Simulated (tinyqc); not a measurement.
Double-gate transistor, scale length and short-channel effects: one step of the calculation.

A body of thickness ts between two insulators of thickness ti and two tied gates. Below threshold the potential that source and drain add obeys Laplace's equation and vanishes on the gate. Its lowest mode decays along the channel as exp(-k y); k is the smallest positive root of the matching condition at the interface, and the scale length is Lambda = pi/k.

Problem. Decay constant by Newton steps. f(k) = ei cos(k ti) cos(k ts/2) - eps_r sin(k ti) sin(k ts/2); f' by a central difference with +/- 1e-5 1/nm; k(new) = k - f/f'.

Parameters, values chosen for the exercise; permittivities: semiconductor close to that of silicon, insulator close to that of aluminium oxide:
- eps_r = 11.5 (relative permittivity of the semiconductor)
- ei = 8.82 (relative permittivity of the insulator)
- ti = 2.5 nm (insulator thickness)
- ts = 9 nm (body thickness)

k at the start = 0.2325 1/nm

Wanted: f; f'; k after iteration 1.

Solution.

f = -1.7735
f' = -69.804 nm
k after iteration 1 = 0.20709 1/nm

Program tinyqc, `OMP_NUM_THREADS=1 python tinyqc.py 2420149 2420150 out.jsonl`; Intel Xeon 2.30GHz, shared host, one thread, about 0.01 s.
